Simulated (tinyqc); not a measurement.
A particle near a wafer in liquid: double-layer and van der Waals forces (DLVO), deposition barrier and removal: one step, computed by the program tinyqc.

Sphere and flat wall, Derjaguin approximation, constant potentials in the linear-superposition form, no retardation and no hydration force.

Question. Removing an attached particle. Adhesion F_a = A R/(6 h0^2) [1 + a^2/(R h0)] - kappa Z R exp(-kappa h0), a the contact radius. Drag in a shear flow F_d = 1.7 x 6 pi mu R^2 G, acting at 1.4 R; rolling starts when 1.4 R F_d = a F_a. Wall shear stress = mu G.

Inputs (values chosen for the exercise, of the order of those for silica on copper in water):
```
quantity                 value   unit
particle radius R           70     nm
Hamaker constant A     3.1e-20      J
temperature T              298      K
contact distance h0        0.3     nm
contact radius over R    0.067      -
viscosity                 0.46  mPa s
```

kappa = 0.05505512 1/nm

Z = -12.08971 pN

Give: van der Waals adhesion; net adhesion F_a; wall shear stress for rolling; shear rate G.

Answer.

van der Waals adhesion = 8228 pN

net adhesion F_a = 8273 pN

wall shear stress for rolling = 2522 Pa

shear rate G = 5.482e+06 1/s
